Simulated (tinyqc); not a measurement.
From results back to parameters: Wannier function of the lower band of a two-orbital chain. Three cases, with inputs chosen for the exercise.

Problem. A band E(k) = H0 + 2 H1 cos(ka) + 2 H2 cos(2ka) is known at k = 0, pi/2a and pi/a. The values come from hidden hoppings; c = hbar^2/2m0.

Constants: hbar^2/2m0 = 3.80998211 eV angstrom^2.

Case 1.

Values chosen: a = 4.7 angstrom (period).

E (eV): 0 -3.5480, pi/2a -2.8220, pi/a -1.7600

Case 2.

Values chosen: a = 5.3 angstrom (period).

E (eV): 0 -3.4830, pi/2a -2.5930, pi/a -2.5510

Case 3.

Values chosen: a = 4.3 angstrom (period).

E (eV): 0 -3.5060, pi/2a -2.6400, pi/a -2.4700

Find: H0, H1, H2; m0/m at k = 0.

Solution. H0 = (E0 + 2 E1 + E2)/4, H1 = (E0 - E2)/4, H2 = (E0 - 2 E1 + E2)/8; the curvature at k = 0 gives m0/m = -(H1 + 4 H2) a^2/c.

Case 1.

H0, H1, H2 (eV): -2.738  -0.447  0.042

m0/m at k = 0 = 1.618

Case 2.

H0, H1, H2 (eV): -2.805  -0.233  -0.106

m0/m at k = 0 = 4.844

Case 3.

H0, H1, H2 (eV): -2.814  -0.259  -0.087

m0/m at k = 0 = 2.946

Computed by tinyqc, one run a case: `OMP_NUM_THREADS=1 python tinyqc.py N N+1 out.jsonl` with N = 1451867, 1451898, 1451937; one thread of a shared Intel(R) Xeon(R) Processor @ 2.30GHz, about 0.1 s a run at most.
